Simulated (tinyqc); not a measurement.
UHF in the sto-6g basis, for Li, spin multiplicity 2, step by step (part 2 of 2). Computed by tinyqc, a small Python program that keeps every step (integrals from PySCF). Command: `OMP_NUM_THREADS=1 python tinyqc.py 24727 24728 out.jsonl` (the two numbers bound the seeds that draw the settings). One thread of a shared host (Intel(R) Xeon(R) Processor @ 2.60GHz), about 0.06 s of CPU time with the checks.

Geometry (angstrom):
```
atom,x,y,z
Li,0.000000,0.000000,0.000000
```

## Iteration 11 (converged): orbitals

converged F(alpha) (hartree):
```
,1Li 1s,1Li 2s,1Li 2px,1Li 2py,1Li 2pz
1Li 1s,-2.404216,-0.609178,0.000000,0.000000,0.000000
1Li 2s,-0.609178,-0.323131,0.000000,0.000000,0.000000
1Li 2px,0.000000,0.000000,0.129301,0.000000,0.000000
1Li 2py,0.000000,0.000000,0.000000,0.129301,0.000000
1Li 2pz,0.000000,0.000000,0.000000,0.000000,0.129301
```

converged F(beta) (hartree):
```
,1Li 1s,1Li 2s,1Li 2px,1Li 2py,1Li 2pz
1Li 1s,-2.370552,-0.617649,0.000000,0.000000,0.000000
1Li 2s,-0.617649,-0.062000,0.000000,0.000000,0.000000
1Li 2px,0.000000,0.000000,0.190116,0.000000,0.000000
1Li 2py,0.000000,0.000000,0.000000,0.190116,0.000000
1Li 2pz,0.000000,0.000000,0.000000,0.000000,0.190116
```

X:
```
,1,2,3,4,5
1Li 1s,0.808845,0.000000,0.000000,0.000000,0.636094
1Li 2s,-0.808845,0.000000,0.000000,0.000000,0.636094
1Li 2px,0.000000,1.000000,0.000000,0.000000,0.000000
1Li 2py,0.000000,0.000000,1.000000,0.000000,0.000000
1Li 2pz,0.000000,0.000000,0.000000,1.000000,0.000000
```

Diagonalise F' = X^T F X, C = X C', fill 2 alpha and 1 beta electrons from the bottom; D(s) = C_occ C_occ^T. Each column has its largest component positive (the first on a tie).

F' = X^T F X (alpha) (hartree):
```
,1,2,3,4,5
1,-0.987227,0.000000,0.000000,0.000000,-1.070720
2,0.000000,0.129301,0.000000,0.000000,0.000000
3,0.000000,0.000000,0.129301,0.000000,0.000000
4,0.000000,0.000000,0.000000,0.129301,0.000000
5,-1.070720,0.000000,0.000000,0.000000,-1.596491
```

orbital energies (alpha) (hartree): MO1 -2.405072, MO2 -0.178647, MO3 0.129301, MO4 0.129301, MO5 0.129301

coefficients C (alpha):
```
,MO1,MO2,MO3,MO4,MO5
1Li 1s,0.995053,-0.262134,0.000000,0.000000,0.000000
1Li 2s,0.020170,1.028804,0.000000,0.000000,0.000000
1Li 2px,0.000000,0.000000,0.097081,0.124757,0.987427
1Li 2py,0.000000,0.000000,0.562736,0.811426,-0.157846
1Li 2pz,0.000000,0.000000,0.820916,-0.570985,-0.008569
```

F' = X^T F X (beta) (hartree):
```
,1,2,3,4,5
1,-0.783279,0.000000,0.000000,0.000000,-1.187752
2,0.000000,0.190116,0.000000,0.000000,0.000000
3,0.000000,0.000000,0.190116,0.000000,0.000000
4,0.000000,0.000000,0.000000,0.190116,0.000000
5,-1.187752,0.000000,0.000000,0.000000,-1.484067
```

orbital energies (beta) (hartree): MO1 -2.372031, MO2 0.104685, MO3 0.190116, MO4 0.190116, MO5 0.190116

coefficients C (beta):
```
,MO1,MO2,MO3,MO4,MO5
1Li 1s,0.993772,-0.266948,0.000000,0.000000,0.000000
1Li 2s,0.025150,1.028694,0.000000,0.000000,0.000000
1Li 2px,0.000000,0.000000,1.000000,0.000000,0.000000
1Li 2py,0.000000,0.000000,0.000000,0.000000,1.000000
1Li 2pz,0.000000,0.000000,0.000000,1.000000,0.000000
```

D(alpha) after iteration 11:
```
,1Li 1s,1Li 2s,1Li 2px,1Li 2py,1Li 2pz
1Li 1s,1.058845,-0.249614,0.000000,0.000000,0.000000
1Li 2s,-0.249614,1.058845,0.000000,0.000000,0.000000
1Li 2px,0.000000,0.000000,0.000000,0.000000,0.000000
1Li 2py,0.000000,0.000000,0.000000,0.000000,0.000000
1Li 2pz,0.000000,0.000000,0.000000,0.000000,0.000000
```

D(beta) after iteration 11:
```
,1Li 1s,1Li 2s,1Li 2px,1Li 2py,1Li 2pz
1Li 1s,0.987584,0.024993,0.000000,0.000000,0.000000
1Li 2s,0.024993,0.000633,0.000000,0.000000,0.000000
1Li 2px,0.000000,0.000000,0.000000,0.000000,0.000000
1Li 2py,0.000000,0.000000,0.000000,0.000000,0.000000
1Li 2pz,0.000000,0.000000,0.000000,0.000000,0.000000
```

Within a degenerate level the vectors are fixed only up to a rotation; this is one choice.

## Convergence

Stop when the energy changes by less than 1e-08 hartree and every element of the error matrix X^T (F D S - S D F) X (for each spin) is below 3e-05.

Course of the cycle:
```
iteration,E (hartree),change,largest element of the error matrix
1,-7.39316196,-,1.19e-01
2,-7.39831566,-5.15e-03,3.82e-02
3,-7.39958837,-1.27e-03,7.64e-03
4,-7.39986187,-2.73e-04,1.53e-03
5,-7.39991733,-5.55e-05,3.06e-04
6,-7.39992845,-1.11e-05,6.11e-05
7,-7.39993067,-2.23e-06,1.22e-05
8,-7.39993112,-4.45e-07,2.45e-06
9,-7.39993121,-8.90e-08,4.89e-07
10,-7.39993123,-1.78e-08,9.78e-08
11,-7.39993123,-3.56e-09,1.96e-08
```

PySCF UHF in the same basis, after a stability check = -7.39993123 hartree

Converged in 11 iterations.

## Populations

overlap S:
```
,1Li 1s,1Li 2s,1Li 2px,1Li 2py,1Li 2pz
1Li 1s,1.000000,0.235742,0.000000,0.000000,0.000000
1Li 2s,0.235742,1.000000,0.000000,0.000000,0.000000
1Li 2px,0.000000,0.000000,1.000000,0.000000,0.000000
1Li 2py,0.000000,0.000000,0.000000,1.000000,0.000000
1Li 2pz,0.000000,0.000000,0.000000,0.000000,1.000000
```

Mulliken: Z minus the diagonal of D S on the atom; Loewdin: the same with S^(1/2) D S^(1/2).

Charges (e):
```
atom,Mulliken,Loewdin,Mulliken spin
1Li,0,0,1.000000
```

<S^2> of the determinant (pure state: 0.75) = 0.750000
